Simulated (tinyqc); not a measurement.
Worked calculation: thresholds of impact ionisation and Auger recombination from band masses. Values are carried at full precision from step to step, so a last printed digit may differ when a step is redone from the rounded ones.

Parabolic bands, no phonon. At threshold the three slow carriers share one velocity. With M their total mass and m4 the mass of the fast carrier, the fast carrier has the kinetic energy E_T = G M/(M - m4) and the slow ones together E_a = G m4/(M - m4), the activation energy of the Auger rate. CCCH (fast electron): G = Eg, M = 2 me + mh, m4 = me. CHHS (hole into the split-off band): G = Eg - Dso, M = 2 mh + me, m4 = ms; this form holds for Eg > Dso (below, the process needs about Dso - Eg and is marked by a dash). CHHL (hole into the light band): G = Eg, M = 2 mh + me, m4 = ml. CHHH (fast heavy hole): G = Eg, M = 2 mh + me, m4 = mh.

Constants: kB = 8.617333262e-05 eV/K; hbar^2/2m0 = 3.80998211 eV angstrom^2.

Values chosen for the exercise (near those of GaSb, gap at low temperature and not tied to T; not measured data): Eg = 0.824 eV (gap at Gamma to the s-like level); Dso = 0.782 eV (spin-orbit splitting); me = 0.0394 m0 (electron mass at Gamma); mh = 0.38 m0 (heavy-hole mass); ms = 0.124 m0 (split-off mass); ml = 0.0438 m0 (light-hole mass); T = 300 K (temperature).

## Thresholds of four processes

Give G, M, m4, E_T, E_a and E_a/kT.

Results:

| process | G (eV) | M | m4 | E_T (eV) | E_a (eV) | E_a/kT |
|---|---|---|---|---|---|---|
| CCCH | 0.8240 | 0.4588 | 0.0394 | 0.9014 | 0.0774 | 2.99 |
| CHHS | 0.0420 | 0.7994 | 0.1240 | 0.0497 | 0.0077 | 0.30 |
| CHHL | 0.8240 | 0.7994 | 0.0438 | 0.8718 | 0.0478 | 1.85 |
| CHHH | 0.8240 | 0.7994 | 0.3800 | 1.5706 | 0.7466 | 28.88 |

The lowest activation energy is that of CHHS (8 meV), then CHHL (48 meV). CHHS leads because G = Eg - Dso is small. At equal G a light fast carrier takes up the energy with little momentum, so little is asked of the slow ones; CHHH asks 0.91 Eg. For equal masses E_T would be 3/2 Eg; for electrons here it is 1.094 Eg.

## Momenta at the CCCH threshold

At the threshold of the parabolic CCCH process the fast electron has E_T = Eg M/(M - me), M = 2 me + mh, and the slow carriers E_a = E_T - Eg together. It has k4 = sqrt(me E_T/c), c = hbar^2/2m0; the slow carriers share k4 in proportion to their masses. Give the wave vectors and kinetic energies, and check that they add up to E_a.

k4 = 0.09655 1/angstrom

electron, electron, hole (1/angstrom): 0.00829  0.00829  0.07997

their kinetic energies (meV): 6.65  6.65  64.11

sum = 77.41 meV

The hole carries 83 % of the momentum and of the energy of the slow carriers.

## Non-parabolicity raises the threshold

Non-parabolic fast electron: E (1 + alpha E) = c k^2/me with alpha = (1 - me)^2/Eg; the slow carriers stay parabolic, so E_T = Eg + me E_T (1 + alpha E_T)/M, M = 2 me + mh (the root between Eg and 1.9 Eg).

Give alpha, E_T, E_a = E_T - Eg and k4.

alpha = 1.1198 1/eV
E_T = 1.0084 eV
E_a = 0.1844 eV
k4 = 0.14901 1/angstrom

E_a is 2.38 times the parabolic value, since an electron at E_T above the edge has 1 + alpha E_T = 2.13 times the squared momentum, and E_T itself is 1.12 times higher. In the real crystal the L valleys lie below this energy, so the fast electron may not stay in the Gamma valley.

## Temperature dependence

For non-degenerate carriers at fixed densities the Auger coefficient goes as exp(-E_a/kT), up to slowly varying powers of T. Give exp(-E_a/kT) for the parabolic and the non-parabolic CCCH value, and the characteristic temperature T0 = kT^2/E_a of each.

Boltzmann factors: 0.05007  0.0007989

T0 (K): 100  42

Non-parabolicity lowers the factor by 63 times; direct CCCH is weak, so processes with lower thresholds can lead.

## Checks

- Largest energy that an electron at k4 can give to a pair, by numerical search, against Eg (eV): both 0.8240.

tinyqc: `OMP_NUM_THREADS=1 python tinyqc.py 1850918 1850919 out.jsonl`; about 0.01 s, one thread, shared Intel(R) Xeon(R) Processor @ 2.30GHz.
